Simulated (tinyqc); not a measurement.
# p-i-n junction, non-linear Poisson equation by Newton steps: effects of single changes

One dimension, p side on the left, n side on the right; net doping C = -Na for x < 0, 0 for 0 < x < Li and +Nd beyond. The potential psi is counted from the intrinsic level, and the quasi-Fermi potentials are flat: 0 for holes and -V for electrons, so n = ni exp((psi + V)/Vt) and p = ni exp(-psi/Vt) (Boltzmann statistics, full ionisation, no current).

Parameters, values chosen for the exercise; band and dielectric values close to those of germanium:
- T = 250 K (temperature)
- Eg = 0.655 eV (band gap)
- eps_r = 16.3 (relative permittivity)
- Nc = 7.84e18 cm^-3 (conduction-band density of states at T)
- Nv = 4.53e18 cm^-3 (valence-band density of states at T)
- Na = 2.2e18 cm^-3 (acceptor density of the p side)
- Nd = 5.7e16 cm^-3 (donor density of the n side)
- V = 0 V (bias of the p side against the n side)
- Li = 130 nm (width of the undoped layer, from x = 0 to Li)

Constants: q = 1.602176634e-19 C, kB = 1.380649e-23 J/K, Vt = kB T/q, eps0 = 8.8541878128e-14 F/cm where lengths are in cm. Results are converted to the units shown.

Each table varies one quantity; the others keep the values above.

## Capacitance and field against bias

The Poisson equation d/dx(eps0 eps_r dpsi/dx) = -q (p - n + C) is solved on a mesh of more than 1000 nodes that ends in neutral material (psi_p = -Vt ln(Na/ni), psi_n = Vt ln(Nd/ni) - V). C_j = q d/dV of the integral of p over x, from the linearised equation. ni = sqrt(Nc Nv) exp(-Eg/(2 Vt)), Eg in volts. Depletion approximation: Vbi = Vt ln(Na Nd/ni^2), W = sqrt(2 eps0 eps_r (Vbi - V)(1/Na + 1/Nd)/q), xp = W Nd/(Na + Nd), xn = W Na/(Na + Nd), peak field 2 (Vbi - V)/W, capacitance eps0 eps_r/W. The last column applies it to an abrupt Na-Nd junction.

Capacitance and field against bias:
```
V (V)  peak |E| (kV/cm)  C_j (nF/cm^2)  1/C_j^2 (cm^4/uF^2)  eps0 eps_r/C_j (nm)  abrupt depletion C (nF/cm^2)
0                 66.86          84.52                140.0                170.8                         109.7
-0.67             81.73          62.47                256.2                231.0                         73.06
-1.33             99.23          52.56                362.0                274.6                         58.71
-2                117.6          46.25                467.6                312.1                         50.36
-2.67             135.6          41.79                572.5                345.3                         44.78
-3.33             152.7          38.48                675.5                375.1                         40.78
-4                169.2          35.81                780.0                403.1                         37.64
-4.67             185.0          33.63                884.4                429.2                         35.14
-5.33             199.7          31.83                987.2                453.5                         33.10
-6                214.0          30.27                 1091                476.8                         31.36
```

What does the table show?

With V going from 0 to -6 V, C_j falls from 84.5 to 30.3 nF/cm^2 and the peak field rises from 66.9 to 214 kV/cm. The slope of 1/C_j^2, read as N = 2/(q eps0 eps_r |slope|), gives 4.98e16 cm^-3 between the first two rows and 5.55e16 cm^-3 between the last two, against Na Nd/(Na + Nd) = 5.56e16 cm^-3; it is not a straight line, so no single doping describes it. At the end C_j goes as (Vbi - V)^(-0.46) with Vbi = 0.533 V, and it is 3.5 % below the abrupt depletion formula (at the first row 23 % below it).

## Effect of the width of the undoped layer

Same model as above.

The abrupt values quoted are those of these depletion formulas.

Results:
```
Li (nm)  peak |E| (kV/cm)  C_j (nF/cm^2)  eps0 eps_r/C_j (nm)
16                   84.5            116                  125
33                   79.4            114                  127
46                   76.4            111                  130
65                   73.0            106                  137
92                   69.6           96.9                  149
130                  66.9           84.5                  171
```

Estimate the missing row, Li = 23 nm.

Computed row:
```
Li (nm)  peak |E| (kV/cm)  C_j (nF/cm^2)  eps0 eps_r/C_j (nm)
23                   82.2            115                  125
```

With this row back in the table: As Li grows from 16 to 130 nm, the peak field falls from 84.5 to 66.9 kV/cm and C_j falls from 116 to 84.5 nF/cm^2. The abrupt depletion formulas give 81.1 kV/cm and W = 132 nm; the first row's field is 4.1 % above that and the last row's 18 % below it.

Computed by the program tinyqc: `OMP_NUM_THREADS=1 python tinyqc.py 2000041 2000042 out.jsonl`, one thread of a shared Intel Xeon 2.30GHz, about 0.03 s for the whole run.
